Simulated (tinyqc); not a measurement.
Atomic layer deposition: Langmuir saturation, growth per cycle and coating of deep features: one step, computed by the program tinyqc. Command: `OMP_NUM_THREADS=1 python tinyqc.py 3029367 3029368 out.jsonl ald walk`. One thread of a shared host (Intel(R) Xeon(R) Processor @ 2.30GHz), about 0.02 s of CPU time with the checks.

Precursor A sticks only on free sites, so a long enough pulse saturates; co-reactant B then frees the sites again.

Problem. Exposure for a deep feature. Diffusion-limited filling (Gordon) of a long trench of width w, hydraulic diameter 2w, so that a is replaced by a/2 in the hole formula: t = (q/F)(1 + 19a/8 + 3a^2/8). Reaction-limited filling needs ln(100)/k_a at any depth, k_a = beta F/q. Flow is molecular. The front picture holds when the modulus (a/2) sqrt(beta) is well above 1. Depth reached by the given pulse: solve the same formula for a. Exposure = p x diffusion-limited time; 1 langmuir = 1.33322e-4 Pa s.

Inputs (values chosen for the exercise, modelled on aluminium oxide from trimethylaluminium and water):

| quantity | value | unit |
|---|---|---|
| site density q | 4.9 | 1/nm^2 |
| sticking probability beta on free sites | 0.0047 | - |
| precursor pressure p | 0.65 | Pa |
| temperature T | 250 | C |
| pulse time t | 0.19 | s |
| aspect ratio a | 36 | - |

Feature: long trench.

flux F = 8824.251 1/(nm^2 s)

Give: diffusion-limited time; exposure; modulus; aspect ratio reached by the front in time t.

Solution.

diffusion-limited time = 0.31790 s

exposure = 1549.9 langmuir

modulus = 1.2340

aspect ratio reached by the front in time t = 27.162

Caution: the modulus is not well above 1 or the Gordon time is under three times ln(100)/k_a, so there is no sharp front: the Gordon time is only a lower bound and the reaction time must be met as well. Caution: for a long trench the a/2 rule ignores the ln(a)/a transmission of a slit, so times at large a are too long. Caution: the pulse is shorter than ln(100)/k_a, so even the open surface is not saturated and the depth reached has no meaning. Caution: the depth reached is formal here: it is under 4/sqrt(beta), so no sharp front has formed.
